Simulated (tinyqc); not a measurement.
The 3-omega method: a line heater on a substrate with a thin film: one step, computed by the program tinyqc. Command: `OMP_NUM_THREADS=1 python tinyqc.py 3014495 3014496 out.jsonl threeomega walk`. One thread of a shared host (Intel(R) Xeon(R) Processor @ 2.30GHz), about 0.01 s of CPU time with the checks.

A current at angular frequency omega = 2 pi f heats the line at 2 omega with the amplitude P per length; the temperature swing Delta T at 2 omega gives a voltage at 3 omega. The substrate is taken as semi-infinite and isotropic, and the heat capacity of heater and film is left out.

Problem. The film adds a constant step. One-dimensional flow across the film: Delta T_f = P (t/kappa_f + R_i)/(2 b); total in-phase swing Delta T = Delta T_s + Delta T_f; third-harmonic amplitude V_3 = V_1 beta |Delta T|/2 with the out-of-phase part included; the apparent film conductivity is t/(t/kappa_f + R_i).

Inputs (values chosen for the exercise, modelled on silica on sapphire):

| quantity | value | unit |
|---|---|---|
| heater half-width b | 2.9 | micrometre |
| power amplitude per length P | 21 | W/m |
| film thickness t | 310 | nm |
| film conductivity kappa_f | 1.2 | W/(m K) |
| interface resistance R_i | 34 | m^2 K/GW |
| temperature coefficient of resistance beta | 1.8 | 1e-3/K |
| voltage amplitude V_1 | 2.3 | V |

in-phase Delta T_s = 0.5034868 K

out-of-phase Delta T_s = -0.1423035 K

Give: Delta T_f; total in-phase swing; V_3; apparent film conductivity; film share of the in-phase swing.

Solution.

Delta T_f = 1.058 K

total in-phase swing = 1.562 K

V_3 = 3.247 mV

apparent film conductivity = 1.060 W/(m K)

film share of the in-phase swing = 0.6777

The interface lowers the apparent conductivity by 12 %. The film gives a large part of the signal.
